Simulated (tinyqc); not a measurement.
Electron-beam lithography: double-Gaussian proximity function, edge placement and dose correction for parallel lines: one step, computed by the program tinyqc.

Lines are infinitely long. Absorbed energy is counted so that the middle of a very large area written at dose 1 receives 1; the resist develops where it exceeds 1/2.

Task: Interaction matrix. f(r) = [exp(-r^2/alpha^2)/alpha^2 + eta exp(-r^2/beta^2)/beta^2]/(pi (1 + eta)). A line from a to b at dose d gives E(x) = d [S(alpha) + eta S(beta)]/(1 + eta), S(s) = [erf((b - x)/s) - erf((a - x)/s)]/2. M_ij is the mean of E at the two edges of line i from line j at dose 1.

Inputs (values chosen for the exercise, of the order of those for 20 keV electrons in resist on silicon): forward range alpha = 0.022 micrometre; backscatter range beta = 2.3 micrometre; backscatter ratio eta = 0.59.

Lines (micrometre):
```
line  left edge  right edge  centre
1         0.000       0.037  0.0185
2         1.637       1.669  1.6530
3         1.740       1.789  1.7645
4         2.089       2.329  2.2090
5         2.519       2.551  2.5350
```

Give: M.

Result:

M:
```
        1       2       3       4       5
1  0.3124  0.0018  0.0025  0.0088  0.0009
2  0.0020  0.3049  0.0045  0.0206  0.0025
3  0.0019  0.0029  0.3184  0.0210  0.0026
4  0.0014  0.0027  0.0043  0.3362  0.0028
5  0.0010  0.0025  0.0040  0.0214  0.3049
```
